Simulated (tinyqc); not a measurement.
p-i-n power rectifier, conductivity modulation at high injection: two steps of the calculation.

A drift layer from x = -d to d (2 d = W) between ideal p+ and n+ emitters (no recombination in them). High injection, n = p, ambipolar diffusion with one lifetime; both mobilities scale as (T/300 K)^(-bt).

Inputs (values chosen for the exercise); bulk values close to those of silicon:

| symbol | value | unit | meaning |
|---|---|---|---|
| T | 450 | K | temperature |
| mud | 1190 | cm^2/(V s) | drift mobility at 300 K |
| bt | 2.5 |  | temperature exponent of the drift mobility |
| mup | 416 | cm^2/(V s) | hole mobility at 300 K |
| Eg | 1.08 | eV | band gap |
| Nc | 5.14e19 | cm^-3 | conduction-band density of states at T |
| Nv | 4.87e19 | cm^-3 | valence-band density of states at T |
| J | 100 | A/cm^2 | forward current density |
| tau | 2.8e-5 | s | high-level lifetime |

Constants: q = 1.602176634e-19 C, kB = 1.380649e-23 J/K, Vt = kB T/q. Results are converted to the units shown.

Problem 1. Carrier profile. Da = 2 mun mup Vt/(mun + mup), La = sqrt(Da tau), B = (mun - mup)/(mun + mup) with mun = mud (T/300 K)^(-bt), mup likewise; n(x) = (tau J/(2 q La)) [cosh(x/La)/sinh(d/La) - B sinh(x/La)/cosh(d/La)]. 8 equal steps.

W = 232.77185 um

Find: Da; La; B; x; n.

Solution 1.

Da = 8.6753 cm^2/s
La = 155.85 um
B = 0.48194
x, point 0 to 8 (um): [-116.39, -87.29, -58.19, -29.10, 0.00, 29.10, 58.19, 87.29, 116.39]
n, point 0 to 8 (cm^-3): [1.0565e18, 9.1896e17, 8.1354e17, 7.3654e17, 6.8530e17, 6.5800e17, 6.5371e17, 6.7227e17, 7.1432e17]

d/La = 0.747.

Problem 2. Forward voltage and stored charge. Ohmic drop: integral of J/(q (mun + mup) n); diffusion (Dember) drop Vt B ln(n(-d)/n(d)); both junctions together Vt ln(n(-d) n(d)/ni^2), ni = sqrt(Nc Nv) exp(-Eg/(2 Vt)), Eg in volts; V_F = the sum; stored charge q times the integral of n. Trapezoid rule; mun and mup scale as (T/300 K)^(-bt).

x, point 0 to 8 (um): [-116.38592, -87.28944, -58.19296, -29.09648, 0.00000, 29.09648, 58.19296, 87.28944, 116.38592]
n, point 0 to 8 (cm^-3): [1.0565159e18, 9.1896475e17, 8.1353549e17, 7.3654289e17, 6.8529570e17, 6.5800261e17, 6.5370961e17, 6.7226665e17, 7.1432236e17]
B = 0.48194271

Wanted: ohmic drop; diffusion drop; junction drops; V_F; stored charge.

Solution 2.

ohmic drop = 0.03379 V
diffusion drop = 0.007315 V
junction drops = 0.7656 V
V_F = 0.8067 V
stored charge = 2808 uC/cm^2

Numbers from tinyqc (`OMP_NUM_THREADS=1 python tinyqc.py 2230001 2230002 out.jsonl`; about 0.01 s on one thread of a shared Intel Xeon 2.30GHz).
